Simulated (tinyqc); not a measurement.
## Gap and mass from two generation rates

Inverse problem. In the two-band model the band-to-band tunnelling rate in a uniform field is G = A F^2 exp(-B/F), with B = pi sqrt(m/C) Eg^1.5/4 (V/nm), A = 1e21 (2 q/h) m Eg/(16 pi C B) for G in cm^-3 s^-1 and F in V/nm, C = hbar^2/(2 m0). Find B, A, Eg and m.

Constants: q = 1.602176634e-19 C, hbar = 1.054571817e-34 J s, h = 6.62607015e-34 J s, m0 = 9.1093837015e-31 kg, hbar^2/(2 m0) = 0.0380998212 eV nm^2. Results are converted to the units shown.

G at F = 0.062 and 0.12 V/nm (cm^-3 s^-1): [9.8509327e17, 1.7755841e25]

Answer. The slope of ln(G/F^2) against 1/F is -B and the intercept gives A. The product A B fixes m Eg, and B = (pi/4) Eg sqrt(m Eg/C) then gives Eg.

B = 1.974 V/nm
A = 1.714e34 cm^-3 s^-1 (V/nm)^-2
Eg = 1.340 eV
m = 0.1000 m0

Numbers from tinyqc (`OMP_NUM_THREADS=1 python tinyqc.py 2620019 2620020 out.jsonl`; about 0.01 s on one thread of a shared Intel Xeon 2.30GHz).
